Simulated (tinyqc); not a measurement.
From results back to parameters: effective mass of the conduction band from tabulated energies. Five cases, with inputs chosen for the exercise.

Problem. A band follows E (1 + alpha E) = c k^2/m, c = hbar^2/2m0. Its energies at two wave vectors are given.

Constants: hbar^2/2m0 = 3.80998211 eV angstrom^2.

Case 1.

Values chosen (out of a larger set: band of an eight-band Kane model near GaSb; not measured data): k12 = (0.0105, 0.028) 1/angstrom (two wave vectors).

energies (meV): 10.78669  71.10737

Case 2.

Values chosen (out of a larger set: band of an eight-band Kane model near InSb; not measured data): k12 = (0.0033, 0.0088) 1/angstrom (two wave vectors).

energies (meV): 3.01426  20.07944

Case 3.

Values chosen (out of a larger set: band of an eight-band Kane model near Ge; not measured data): k12 = (0.0141, 0.0376) 1/angstrom (two wave vectors).

energies (meV): 19.35764  123.45998

Case 4.

Values chosen (out of a larger set: band of an eight-band Kane model near InSb; not measured data): k12 = (0.0042, 0.0112) 1/angstrom (two wave vectors).

energies (meV): 4.95662  31.94746

Case 5.

Values chosen (out of a larger set: band of an eight-band Kane model near InAs; not measured data): k12 = (0.0117, 0.0312) 1/angstrom (two wave vectors).

energies (meV): 19.33809  109.87268

Find: y = c k^2/E; m; alpha.
Solution. y = m + m alpha E is a straight line through the two points.

Case 1.

y = c k^2/E (m0): 0.03894  0.04201
m = 0.0384 m0
alpha = 1.32 1/eV

Case 2.

y = c k^2/E (m0): 0.01376  0.01469
m = 0.0136 m0
alpha = 4.00 1/eV

Case 3.

y = c k^2/E (m0): 0.03913  0.04363
m = 0.0383 m0
alpha = 1.13 1/eV

Case 4.

y = c k^2/E (m0): 0.01356  0.01496
m = 0.0133 m0
alpha = 3.90 1/eV

Case 5.

y = c k^2/E (m0): 0.02697  0.03376
m = 0.0255 m0
alpha = 2.94 1/eV

Computed by tinyqc, one run a case: `OMP_NUM_THREADS=1 python tinyqc.py N N+1 out.jsonl` with N = 1850741, 1850755, 1850772, 1850777, 1850798; one thread of a shared Intel(R) Xeon(R) Processor @ 2.30GHz, about 0.01 s a run at most.
